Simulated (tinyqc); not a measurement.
Band gaps under pressure and temperature from deformation potentials, step by step. Values are carried at full precision from step to step, so a last printed digit may differ when a step is redone from the rounded ones.

Murnaghan: V/V0 = (1 + Bp P/B0)^(-1/Bp), B0 = (C11 + 2 C12)/3. Each gap moves by a ln(V/V0) with its volume potential a, and falls with temperature by aV T^2/(T + bV) (Varshni); the two effects are added. No change of phase is considered.

Values chosen for the exercise (near those of GaSb, the X and L potentials typical of such crystals; the results hold for these values, not for the real material):
```
symbol  value                  unit    meaning
C11     89                     GPa
C12     40.8                   GPa
Bp      4.29                           pressure derivative of the bulk modulus
P       1                      GPa     pressure
Eg      0.827                  eV      gap at Gamma to the s-like level at 0 K, 0 GPa
EgX     1.131                  eV      gap to X at 0 K, 0 GPa
EgL     0.861                  eV      gap to L at 0 K, 0 GPa
aG      -8.34                  eV      volume potential of the Gamma gap
aX      2.05                   eV      volume potential of the X gap
aL      -3.53                  eV      volume potential of the L gap
aV      (0.429, 0.461, 0.588)  meV/K   Varshni alpha of Gamma, X, L
bV      (134, 88, 141)         K       Varshni beta of Gamma, X, L
T       300                    K       temperature
aT      6.3                    1e-6/K  linear thermal expansion near 300 K
```

## Volume under pressure

Give B0, V/V0, ln(V/V0), the change of the lattice constant and the linear estimate -P/B0.

B0 = 56.87 GPa
V/V0 = 0.98319
ln(V/V0) = -0.01695
change of a = -0.564 %
-P/B0 = -0.01758

The stiffening under pressure makes the compression 3.6 % smaller than the linear estimate.

## Gaps at P and T

Give both shifts and the gaps.

pressure shifts (eV): Gamma 0.1414, X -0.0348, L 0.0598

temperature shifts (eV): Gamma -0.0890, X -0.1069, L -0.1200

gaps (eV): Gamma 0.8794, X 0.9893, L 0.8008

The lowest valley is L (indirect gap), 79 meV below Gamma; at 0 K and 0 GPa it is Gamma.

## Pressure coefficients

Expand in P: E = E0 + c1 P + c2 P^2 with c1 = -a/B0 and c2 = a Bp/(2 B0^2).

c1 (meV/GPa): Gamma 146.66, X -36.05, L 62.08

c2 (meV/GPa^2): Gamma -5.532, X 1.360, L -2.341

Gamma and L rise under pressure and X falls, as the signs of the volume potentials say.

## Pressures at which the valleys cross

Two gaps meet at ln(V/V0) = -(E_i - E_j)/(a_i - a_j), with the gaps at T and P = 0; then P = (B0/Bp)(exp(-Bp ln(V/V0)) - 1). A dash marks expansion or a compression beyond ln(V/V0) = -0.3.

Crossings:
```
pair     E_i - E_j (eV)  ln(V/V0)  P (GPa)
Gamma-X         -0.2860   -0.0275     1.66
Gamma-L         -0.0030   -0.0006     0.04
L-X             -0.2831   -0.0507     3.22
```

The lowest valley changes at 0.04 GPa (Gamma to L) and 3.22 GPa (L to X).

## How much of dE/dT is thermal expansion

At 300 K: dE/dT = -aV T (T + 2 bV)/(T + bV)^2; expansion alone gives 3 aT a; the rest is electron-phonon coupling.

dE/dT (meV/K): Gamma -0.3881, X -0.4373, L -0.5279

from expansion (meV/K): Gamma -0.1576, X 0.0387, L -0.0667

remainder (meV/K): Gamma -0.2305, X -0.4760, L -0.4612

Expansion supplies 41 % of the slope at Gamma and 13 % at L; at X it works against the fall.

## Checks

- Slope of the Gamma gap at P = 0 by finite differences against c1 (meV/GPa): both 146.66.

tinyqc: `OMP_NUM_THREADS=1 python tinyqc.py 1081183 1081184 out.jsonl`; about 0.01 s, one thread, shared Intel(R) Xeon(R) Processor @ 2.30GHz.
